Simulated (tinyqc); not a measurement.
From mean shift, from the weights back to confinement constant beta: Raman line shape of confined optical phonons and breathing modes of small crystals. Computed by tinyqc, a small Python program. Command: `OMP_NUM_THREADS=1 python tinyqc.py 3024058 3024059 out.jsonl confine inv`. One thread of a shared host (Intel(R) Xeon(R) Processor @ 2.30GHz), about 0.04 s of CPU time with the checks.

Confinement in 3 direction(s) lets phonons with q away from zero scatter light. q is in units of 2 pi/a, from 0 to 1, and the branch is isotropic: omega(q)^2 = (omega_0^2 + omega_X^2)/2 + ((omega_0^2 - omega_X^2)/2) cos(pi q). The model and its constant beta are phenomenological; beta = 8 is the common choice.

Inputs (values chosen for the exercise, modelled on silicon): bulk frequency omega_0 = 520.8 1/cm; frequency at the zone boundary omega_X = 412 1/cm; natural width Gamma_0 = 3 1/cm; lattice constant a = 5.431 angstrom; size L = 5.6 nm; probe offset omega - omega_0 = -0.52 1/cm.

Shape: sphere.

Method:
- Weight W(q) = q^2 exp(-(2 L q/a)^2/(2 beta)) dq, that is exp(-k^2 L^2/(2 beta pi^2)) for k = 2 pi q/a.
- I(omega) = int W(q) / [(omega - omega(q))^2 + (Gamma_0/2)^2] dq / int W dq x (Gamma_0/2)^2, by 400 Gauss-Legendre points on 0 < q < min(1, 2.5 a sqrt(2 beta)/L).
- Bulk Lorentzian 1/(1 + (2 offset/Gamma)^2); mean shift = weighted mean of omega(q) less the bulk frequency.

Problem. A run gave the result below. Find the confinement constant beta, known to lie between 3.2 and 7.1.

mean shift, from the weights = -6.155161 1/cm

Solution.

Each step takes the trial c = (a f_b - b f_a)/(f_b - f_a), f being the result less the target and a, b, c the logarithms of the listed values; c replaces end b, the old b replaces a if the sign of f changed, and otherwise f_a is halved.

Scan of the range:
```
confinement constant beta  mean shift, from the weights (1/cm)
3.20                                                   -5.3061
3.65                                                   -6.0329
4.17                                                   -6.8668
4.77                                                   -7.8211
5.44                                                   -8.8767
6.22                                                  -10.0923
7.10                                                  -11.4466
```

False position (Illinois rule, in the logarithm of the input) inside the bracket:
```
step    end a    end b    trial  mean shift, from the weights (1/cm)
1     3.65000  4.17000  3.72198                             -6.14870
2     4.17000  3.72198  3.72579                             -6.15482
3     4.17000  3.72579  3.72619                             -6.15546
4     3.72579  3.72619  3.72600                             -6.15516
5     3.72619  3.72600  3.72600                             -6.15516
```

Mean shift, from the weights falls at every point of a 13-point scan of the range (every second point is shown), so one value fits; it is bracketed by 3.65 and 4.17. Answer: confinement constant beta = 3.726.
